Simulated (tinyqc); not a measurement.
From results back to parameters: Bethe-Salpeter matrix of a two-band chain (Tamm-Dancoff form). Two cases, with inputs chosen for the exercise.

Problem. Free pairs form the band Eg + 2t (1 - cos k). An infinite chain with attraction U in the same cell only has a bound pair with binding Eb = S - 2t and weight f = U/S at R = 0, where S = sqrt(4 t^2 + U^2). Both were computed from hidden U and t.

Find: S; U; t.

Method. 2t = S sqrt(1 - f^2), so S = Eb/(1 - sqrt(1 - f^2)) and U = f S.

Case 1.

Eb = 0.162499 eV
f = 0.310739

Solution.

S = 3.282 eV
U = 1.02 eV
t = 1.56 eV

Case 2.

Eb = 0.374309 eV
f = 0.508479

Solution.

S = 2.694 eV
U = 1.37 eV
t = 1.16 eV

Computed by tinyqc, one run a case: `OMP_NUM_THREADS=1 python tinyqc.py N N+1 out.jsonl` with N = 1282628, 1282727; one thread of a shared Intel(R) Xeon(R) Processor @ 2.30GHz, about 0.09 s a run at most.
